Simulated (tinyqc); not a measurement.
Time-dependent dielectric breakdown: cell percolation, Weibull statistics, area scaling and voltage extrapolation. From one set of inputs to another, one input at a time. Computed by tinyqc, a small Python program. Command: `OMP_NUM_THREADS=1 python tinyqc.py 3015603 3015604 out.jsonl tddb ladder`. One thread of a shared host (Intel(R) Xeon(R) Processor @ 2.30GHz), about 0.01 s of CPU time with the checks.

The oxide is divided into columns of area a^2, each holding m = t_ox/a cells (m is taken as continuous). A share lambda(t) = (t/t_1)^alpha of the cells is defective, and a column whose cells are all defective breaks down.

The inputs printed are set A. Inputs not listed in the table keep their values of set A, so the rows need not describe a real material.

Inputs (values chosen for the exercise, for a model gate oxide):

| quantity | value | unit |
|---|---|---|
| oxide thickness t_ox | 3 | nm |
| defect cell size a | 1 | nm |
| exponent alpha of defect growth | 0.5 | - |
| time t_1 at which the occupied share would reach 1 | 7.5e+08 | s |
| test area A | 1000 | um^2 |
| product area A_u | 2e+06 | um^2 |
| stress voltage V | 4.42 | V |
| use voltage V_u | 2.5 | V |
| local exponent n = -d ln t/d ln V at the stress voltage | 45 | - |
| activation energy E_a | 0.49 | eV |
| stress temperature T | 175 | C |
| use temperature T_u | 85 | C |
| allowed failure fraction F | 0.0001 | - |

Voltage law used: power.

Constants: k_B = 8.617333262e-05 eV/K.

Method:
- Failure fraction F = 1 - (1 - lambda^m)^N with N = A/a^2 columns, which for small lambda^m is 1 - exp(-(t/t63)^beta) with beta = alpha m and t63 = t_1 N^(-1/beta); critical share lambda(t63) = N^(-1/m). 1 um^2 = 1e6 nm^2.
- All three voltage laws share the slope n at the stress voltage. Factor t(V_u)/t(V): E law exp(n (1 - V_u/V)); 1/E law exp(n (V/V_u - 1)); power law (V/V_u)^n.
- Temperatures in kelvin are T(C) + 273.15.
- Temperature factor exp[(E_a/k_B)(1/T_u - 1/T)]; area factor (A/A_u)^(1/beta); percentile factor (-ln(1 - F))^(1/beta); life = t63 x all four; 1 year = 3.15576e7 s.

Each row keeps all changes above it:

| input moved | from | to | characteristic life t63 (s) | projected life (years) | critical share of defective cells |
|---|---|---|---|---|---|
| set A | - | - | 7.500e+02 | 1.072e+03 | 0.001000 |
| use voltage V_u (V) | 2.5 | 2.9 | 7.500e+02 | 1.347e+00 | 0.001000 |
| exponent alpha of defect growth | 0.5 | 0.3 | 7.500e-02 | 7.665e-08 | 0.001000 |
| activation energy E_a (eV) | 0.49 | 0.72 | 7.500e-02 | 3.424e-07 | 0.001000 |
| defect cell size a (nm) | 1 | 1.3 | 1.600e-04 | 2.692e-12 | 0.000158 |
| time t_1 at which the occupied share would reach 1 (s) | 750000000 | 1.2e+10 | 2.561e-03 | 4.307e-11 | 0.000158 |
| product area A_u (um^2) | 2000000 | 1000000 | 2.561e-03 | 1.172e-10 | 0.000158 |
| oxide thickness t_ox (nm) | 3 | 5.3 | 8.073e+02 | 9.025e-01 | 0.007053 |

Characteristic life t63 goes from 750 to 807, a factor 1.08 in all. The largest single move comes from oxide thickness t_ox (a factor 315000), and exponent alpha of defect growth works against it (a factor 1.00e-4). Projected life goes from 1070 to 0.902, a factor 8.42e-4 in all. The largest single move comes from oxide thickness t_ox (a factor 7.70e9), but it runs against the net change; the largest move in the direction of the net change is exponent alpha of defect growth (a factor 5.69e-8). Critical share of defective cells goes from 0.00100 to 0.00705, a factor 7.05 in all. The largest single move comes from oxide thickness t_ox (a factor 44.6), and defect cell size a works against it (a factor 0.158). The single moves hold for this order of the switches; the total does not depend on the order.

Caution (all rows): t_1 is an input here; in a real oxide it changes with thickness at fixed voltage. Caution (rows set A): a voltage factor of more than nine decades rests wholly on the chosen law and cannot be tested.

Extremes, crossings and ranges named in words are read from the listed rows.
